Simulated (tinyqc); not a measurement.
Classical nucleation, growth and JMAK kinetics of crystallisation from a melt or glass: one step, computed by the program tinyqc.

A spherical nucleus cap on a flat wall with a sharp interface of isotropic energy gamma; lambda = Omega^(1/3) is the jump distance.

Task: Critical nucleus. Driving force per volume: dG = H (T_m - T)/T_m. Shape factor f = (2 + cos theta)(1 - cos theta)^2/4. W(r) = f [4 pi r^2 gamma - (4/3) pi r^3 dG]; r* = 2 gamma/dG; W* = f 16 pi gamma^3/(3 dG^2); n* = f (4/3) pi r*^3/Omega.

Inputs (values chosen for the exercise, for a model substance): melting point T_m = 820 K; heat of melting per volume H = 985 J/cm^3; interface energy gamma = 0.0899 J/m^2; atomic volume Omega = 15.9 angstrom^3; temperature T = 612 K; contact angle theta = 55 degrees.

Nucleation: on a flat wall. Driving force: Turnbull (linear).

Constants: e = 1.602176634e-19 C; k_B = 1.380649e-23 J/K.

Give: driving force dG; shape factor f; critical radius r*; barrier W*; atoms in the nucleus n*; W*/(k_B T).

Result:

driving force dG = 249.9 J/cm^3

shape factor f = 0.1170

critical radius r* = 0.7196 nm

barrier W* = 0.1424 eV

atoms in the nucleus n* = 11.49

W*/(k_B T) = 2.700

The wall leaves r* unchanged and cuts the barrier to 11.7 % of the homogeneous value. W* equals n* Omega dG/2 = 0.142 eV. Caution: with under 20 atoms in the nucleus or a barrier under 10 k_B T the capillary model is only a guide.
